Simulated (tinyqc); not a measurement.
BCS gap equation with a constant attraction inside the Debye window. Changing the coupling N(0)V. Computed by tinyqc, a small Python program. Command: `OMP_NUM_THREADS=1 python tinyqc.py 3029813 3029814 out.jsonl bcs sweep`. One thread of a shared host (Intel(R) Xeon(R) Processor @ 2.30GHz), about 0.01 s of CPU time with the checks.

Pairs attract with strength V for |xi| < k_B Theta; N(0) is the density of states for one spin. Energies are given as temperatures (E/k_B, in K) unless marked.

Inputs (values chosen for the exercise, modelled on aluminium):
```
quantity                   value      unit
Debye temperature Theta      419         K
Fermi velocity v_F       2.2e+06       m/s
electron density n          18.1  1e28/m^3
mean free path l             360        nm
```

Solver: bisection.

Constants: k_B = 8.617333262e-05 eV/K; hbar = 1.054571817e-34 J s; k_B = 1.380649e-23 J/K; m_0 = 9.1093837015e-31 kg; eps_0 = 8.8541878128e-12 F/m; c = 299792458 m/s; e = 1.602176634e-19 C.

Method:
- At T = 0 the gap equation 1/(N(0)V) = int_0^Theta d xi/sqrt(xi^2 + Delta^2) has the integral arcsinh(Theta/Delta), so Delta_0 = Theta/sinh(1/(N(0)V)); weak coupling gives 2 Theta exp(-1/(N(0)V)).
- Gap equation: 1/(N(0)V) = I(Delta, T) = int_0^Theta tanh(E/2T)/E d xi, E = sqrt(xi^2 + Delta^2); 64 Gauss-Legendre points in y with xi = max(Delta, T) sinh(y).
- T_c solves I(0, T_c) = 1/(N(0)V); the weak-coupling form is T_c = (2 e^C/pi) Theta exp(-1/(N(0)V)) with Euler's C = 0.5772157, and 2 Delta_0/T_c then tends to 2 pi e^-C = 3.528.
- xi_0 = hbar v_F/(pi Delta_0); lambda_L = sqrt(m_0 eps_0 c^2/(n e^2)); N(0) = 3 n/(2 m_0 v_F^2) for one spin; condensation energy N(0) Delta_0^2/2 = B_c^2/(2 mu_0), mu_0 = 1/(eps_0 c^2); with scattering lambda = lambda_L sqrt(1 + xi_0/l) in the local limit (where xi_0 and l both exceed lambda, nonlocal response makes the true depth larger); Ginzburg-Landau kappa = 0.96 lambda_L/xi_0 + 0.72 lambda_L/l. Free-electron mass throughout; heavier carriers, as in niobium or vanadium, give a larger lambda_L and kappa and can make the metal type II.

One run for each value:
```
coupling N(0)V  T_c (K)  2 Delta_0/T_c  weak-coupling T_c (K)  Delta_0 (K)  coherence length xi_0 (nm)
0.16               0.92         3.5278                   0.92         1.62                      3306.4
0.24               7.37         3.5286                   7.37        13.00                       411.6
0.32              20.87         3.5346                  20.87        36.89                       145.0
0.40              39.00         3.5517                  39.00        69.25                        77.2
0.48              59.17         3.5826                  59.16       105.99                        50.5
0.56              79.80         3.6236                  79.66       144.58                        37.0
0.64             100.19         3.6677                  99.58       183.73                        29.1
0.72             120.12         3.7097                 118.46       222.81                        24.0
0.80             139.61         3.7470                 136.12       261.56                        20.4
```

Over the rows, T_c (K) rises from 0.917 to 140 (exponent d ln y / d ln x 5.1 between the first rows and 1.4 between the last); 2 Delta_0/T_c rises from 3.53 to 3.75 (exponent d ln y / d ln x 5.8e-4 between the first rows and 0.095 between the last); weak-coupling T_c (K) rises from 0.917 to 136 (exponent d ln y / d ln x 5.1 between the first rows and 1.3 between the last). The exponent of T_c is about 1/(N(0)V), large at weak coupling; the weak-coupling formula misses by 2.5 % in the last row.

Caution (rows 0.400, 0.480, 0.560, 0.640, 0.720, 0.800): at this coupling retardation and damping of the phonon exchange (Eliashberg theory) matter.
